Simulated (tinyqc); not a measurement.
Potential-pH (Pourbaix) lines of a metal, its cation, its oxide and an oxyanion, with a complexing ligand. Changing the log10 of the dissolved activity a. Computed by tinyqc, a small Python program. Command: `OMP_NUM_THREADS=1 python tinyqc.py 3029564 3029565 out.jsonl pourb sweep`. One thread of a shared host (Intel(R) Xeon(R) Processor @ 2.30GHz), about 0.01 s of CPU time with the checks.

Potentials are against the standard hydrogen electrode; solids and water have unit activity; dG_f of M, H+ and the electron is zero; F = e N_A and s = R T ln(10)/F. The cation carries z = 3.

Inputs (values chosen for the exercise, modelled on gallium):
```
quantity,value,unit
dG_f of the cation,-157.3,kJ/mol
dG_f of the oxide,-998.48,kJ/mol
dG_f of the oxyanion,-536.61,kJ/mol
dG_f of water,-237.14,kJ/mol
temperature T,298.15,K
pH,6.4,-
potential E,0.026,V
```

Species: M, M3+, M2O3, MO2(-).

Constants: R = 8.314462618 J/(mol K); e = 1.602176634e-19 C; N_A = 6.02214076e+23 1/mol.

Method:
- M3+ + 3e = M; (1/2) M2O3 + 3H+ + 3e = M + (3/2) H2O; MO2(-) + 4H+ + 3e = M + 2H2O. For each, E0 = -dG/(z F), and E = E0 + (s/z) log10 a - (s n_H/z) pH, with no activity term for the oxide.
- Two oxidised species coexist where their lines against the metal cross: pH1 (cation/oxide) = [E0(oxide) - E0(cation)]/s - (log10 a)/z; pH2 (oxide/oxyanion) = {[E0(oxyanion) - E0(oxide)]/s + (log10 a)/z}/(4/z - 1).
- The metal is stable below the lowest of the three lines; above it, the species of the lowest line is stable. Water lines at 1 bar: hydrogen E = -s pH, oxygen E = -dG_f(water)/(2F) - s pH.

One run for each value:
```
log10 of the dissolved activity a,pH1,pH2,"width of the oxide field, pH2 - pH1",upper limit of immunity (V)
-8,3.4708,6.226,2.755,-0.87792
-7,3.1375,7.226,4.088,-0.87448
-6,2.8041,8.226,5.421,-0.87448
-5,2.4708,9.226,6.755,-0.87448
-4,2.1375,10.226,8.088,-0.87448
-3,1.8041,11.226,9.421,-0.87448
-2,1.4708,12.226,10.755,-0.87448
-1,1.1375,13.226,12.088,-0.87448
```

What does the table show?

Over the rows, pH1 falls from 3.47 to 1.14; pH2 rises from 6.23 to 13.2; width of the oxide field, pH2 - pH1 rises from 2.75 to 12.1.

Caution (all rows): other oxidation states, hydroxides and hydrides are left out, and the lines say nothing of rates.

Extremes, crossings and ranges named in words are read from the listed rows.
